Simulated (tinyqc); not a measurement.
# Capacitances from a Coulomb diamond

Question. A single-electron transistor has the bias V on its left lead and the right lead at 0 V. Its diamonds repeat every q/Cg in gate voltage, close at |V| = q/Cs with Cs = CL + CR + Cg, and have edges of slope dV/dVg = -Cg/CL and Cg/(Cs - CL). Find Cg, Cs, CL and CR.

Constants: q = 1.602176634e-19 C. Results are converted to the units shown.

gate period = 12.324436 mV
bias at the tip of the diamond = 2.6265191 mV
slope dV/dVg of the rising edge = 0.34210526

Solution. The period gives Cg, the tip Cs, and the rising edge Cs - CL = CR + Cg.

Cg = 13.0 aF
Cs = 61.0 aF
CL = 23.0 aF
CR = 25.0 aF

Computed by the program tinyqc: `OMP_NUM_THREADS=1 python tinyqc.py 2780128 2780129 out.jsonl`, one thread of a shared Intel Xeon 2.30GHz, about 0.01 s for the whole run.
